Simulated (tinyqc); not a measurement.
MOSFET in the linear regime without short-channel effects, parameter extraction from computed curves: two steps of the calculation.

Inversion charge Q = Cox n Vt W0(exp((Vg - VT)/(n Vt))), W0 the Lambert function and n = nf; u = Q/Cox; mobility mu = mu0/(1 + th1 u + th2 u^2); channel resistance Rch = (L - dL)/(W mu Q); Id = Vd/(Rch + Rsd/W). Cox = eps0 eox/tox. Small Vd, no channel-length or drain effects.

Inputs (values chosen for the exercise); channel values of the order met in silicon transistors: temperature T = 300 K; relative permittivity of the gate insulator (close to hafnium oxide) eox = 22.1; insulator thickness tox = 22 nm; low-field mobility mu0 = 150 cm^2/(V s); first mobility attenuation factor th1 = 0.12 1/V; second mobility attenuation factor th2 = 0 1/V^2; threshold voltage VT = 0.6 V; body factor nf = 1.24; gate width W = 1 um; drawn gate length L = 0.063 um; drawn less effective length dL = 0.003 um; source plus drain resistance Rsd = 390 ohm um; drain voltage Vd = 0.025 V.

Constants: q = 1.602176634e-19 C, kB = 1.380649e-23 J/K, Vt = kB T/q, eps0 = 8.8541878128e-14 F/cm where lengths are in cm. Results are converted to the units shown.

Task 1. Transfer curve. u, mu, Rch and Id as defined.

Vg, point 0 to 11 (V): 0.36  0.48  0.6  0.72  0.84  0.96  1.08  1.2  1.32  1.44  1.56  1.68

Give: u; mu; Rch; Id.

Result 1.

```
point	u (V)	mu (cm^2/(V s))	Rch (ohm)	Id (uA)
0	1.7956e-5	150.00	2.5046e7	9.9814e-4
1	7.4154e-4	149.99	6.0652e5	0.041192
2	0.018181	149.67	24790	0.99284
3	0.087728	148.44	5180.3	4.4881
4	0.18399	146.76	2498.3	8.6557
5	0.28946	144.96	1607.6	12.515
6	0.39916	143.14	1180.6	15.917
7	0.51123	141.33	933.66	18.887
8	0.62479	139.54	773.75	21.482
9	0.73940	137.78	662.19	23.760
10	0.85475	136.05	580.11	25.770
11	0.97067	134.35	517.27	27.555
```

Task 2. Threshold and mobility at the peak transconductance. gm_i = (Id_(i+1) - Id_(i-1))/(Vg_(i+1) - Vg_(i-1)); at the point j of largest gm the tangent meets the axis at V_ext = Vg_j - Id_j/gm_j; field-effect mobility gm_j L/(W Cox Vd) with the drawn L.

```
point	Vg (V)	Id (uA)
0	0.36	9.9814449e-4
1	0.48	0.041192223
2	0.6	0.99284478
3	0.72	4.4881006
4	0.84	8.6556638
5	0.96	12.514892
6	1.08	15.917116
7	1.2	18.887095
8	1.32	21.482205
9	1.44	23.759928
10	1.56	25.770310
11	1.68	27.555078
```

Give: gm; j; V_ext; field-effect mobility.

Result 2.

gm, point 1 to 10 (uS): 4.133  18.53  31.93  33.44  30.26  26.55  23.19  20.30  17.87  15.81
j = 4
V_ext = 0.5812 V
field-effect mobility = 94.76 cm^2/(V s)

V_ext is 19 mV below the model VT, and the mobility so found is 40 % below mu0 L/(L - dL) = 158 cm^2/(V s), the value for the drawn L; attenuation, series resistance and the slow approach of Q to a straight line all lower the peak gm.

tinyqc, about 0.01 s, one thread, Intel Xeon 2.30GHz (shared host): `OMP_NUM_THREADS=1 python tinyqc.py 2210049 2210050 out.jsonl`
